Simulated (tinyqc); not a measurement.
# Hole mobility in a silicon inversion layer, empirical terms and Matthiessen rule: what changes with what

Inversion layer of sheet density Ns on a uniformly doped body. The mobility terms are empirical power laws with prefactors chosen for the exercise; adding their inverses (Matthiessen) is itself an approximation.

Values chosen for this exercise; material values close to those of silicon:
- T = 250 K (temperature)
- Eg = 1.1 eV (band gap)
- eps_r = 11.5 (relative permittivity of the semiconductor)
- Nc = 2.15e19 cm^-3 (conduction-band density of states at T)
- Nv = 2.04e19 cm^-3 (valence-band density of states at T)
- Nb = 8.1e16 cm^-3 (body doping)
- Vsb = 0 V (reverse body bias)
- eta = 0.3333 (weight of the inversion charge in the effective field)
- Ap = 131 cm^2/(V s) (phonon-limited mobility at 1 MV/cm and 300 K)
- As = 532 cm^2/(V s) (roughness-limited mobility at 1 MV/cm)
- gs = 1.3 (exponent of the roughness term)
- Ac = 1600 cm^2/(V s) (Coulomb prefactor)
- Nit = 9.2e10 cm^-2 (charge at the interface)
- Ns = 9.8e11 cm^-2 (inversion density)

Constants: q = 1.602176634e-19 C, kB = 1.380649e-23 J/K, Vt = kB T/q, eps0 = 8.8541878128e-14 F/cm where lengths are in cm. Results are converted to the units shown.

Each table varies one quantity; the others keep the values above.

## Effect of the inversion density

ni = sqrt(Nc Nv) exp(-Eg/(2 Vt)), Eg in volts; Ndep = sqrt(2 eps0 eps_r Nb (2 Vt ln(Nb/ni) + Vsb)/q); E = q (Ndep + eta Ns)/(eps0 eps_r), in MV/cm. With t = T/(300 K): muC = Ac (Ns/1e12 cm^-2) t/(Nb/1e17 cm^-3 + Nit/1e11 cm^-2), muP = Ap E^(-1/3) t^(-1.75), muS = As E^(-gs); 1/mu is the sum of the inverses.

Results:
```
Ns (cm^-2)  E (MV/cm)  muC (cm^2/(V s))  muP (cm^2/(V s))  muS (cm^2/(V s))  mu (cm^2/(V s))
2e11           0.1586             154.1             333.0              5828            103.5
3.6e11         0.1670             277.5             327.3              5450            146.1
6.3e11         0.1812             485.5             318.5              4903            185.1
2e12           0.2530              1541             285.0              3176            223.6
3.6e12         0.3369              2775             259.0              2188            213.8
6.3e12         0.4785              4855             230.4              1387            189.9
1.1e13         0.7250              8478             200.6             808.1            157.7
2e13            1.197           1.541e4             169.7             421.1            120.0
```

Estimate the missing row, Ns = 1.1e12 cm^-2.

Computed row:
```
Ns (cm^-2)  E (MV/cm)  muC (cm^2/(V s))  muP (cm^2/(V s))  muS (cm^2/(V s))  mu (cm^2/(V s))
1.1e12         0.2058             847.8             305.3              4154            212.9
```

With this row back in the table: As Ns goes from 2e11 to 2e13 cm^-2, E rises from 0.159 to 1.20 MV/cm and mu goes from 103 through a maximum of 224 (at Ns = 2e12 cm^-2 among the rows listed) to 120 cm^2/(V s). The smallest term is the Coulomb one in the first row and the phonon one in the last. Screening lifts the Coulomb term as Ns grows while the field presses the carriers to the interface, hence the maximum.

## Effect of the charge at the interface

Same model as above.

The same in every row: E (MV/cm) = 0.1995; muP (cm^2/(V s)) = 308.4; muS (cm^2/(V s)) = 4325.

Effect of the charge at the interface:
```
Nit (cm^-2)  muC (cm^2/(V s))  mu (cm^2/(V s))
1e10                     1436            239.8
3.2e10                   1156            230.5
1e11                    721.9            205.8
3.2e11                  325.9            152.9
1e12                    120.9            85.13
3.2e12                  39.83            34.99
1e13                    12.96            12.40
```

What does the comparison show?

As Nit goes from 1e10 to 1e13 cm^-2, E stays at 0.200 MV/cm and mu falls from 240 to 12.4 cm^2/(V s). The smallest term is the phonon one in the first row and the Coulomb one in the last.

## Universality: two dopings at the same effective field

Same model as above.

For each E, Ns is chosen to give that field on bodies with Nb = 1e16 and 8.1e16 cm^-3; the last column leaves out muC.

Universality: two dopings at the same effective field:
columns A: E (MV/cm); B: Ns, light body (cm^-2); C: mu, light (cm^2/(V s)); D: Ns, heavy body (cm^-2); E: mu, heavy (cm^2/(V s)); F: without muC (cm^2/(V s))
```
A             B      C         D      E      F
0.157  2.055e12  282.9  1.694e11  92.40  316.2
0.215  3.161e12  261.7  1.275e12  217.6  279.4
0.293  4.648e12  236.4  2.763e12  220.5  245.9
0.401  6.707e12  209.3  4.822e12  202.7  214.4
0.548  9.510e12  182.5  7.625e12  179.5  185.2
0.749  1.334e13  156.6  1.146e13  155.2  158.0
1.02   1.851e13  132.4  1.662e13  131.7  133.1
1.4    2.576e13  109.3  2.387e13  109.0  109.7
```

What does the table show?

The heavily doped body has 0.327 of the mobility of the light one in the first row and 0.997 in the last; there they lie 0.59 % below and 0.32 % below the curve without Coulomb scattering, which depends on E alone. The heavy body leaves that curve at low E because its field comes mostly from depletion charge and few carriers screen.

tinyqc, about 0.01 s, one thread, Intel Xeon 2.30GHz (shared host): `OMP_NUM_THREADS=1 python tinyqc.py 2510165 2510166 out.jsonl`
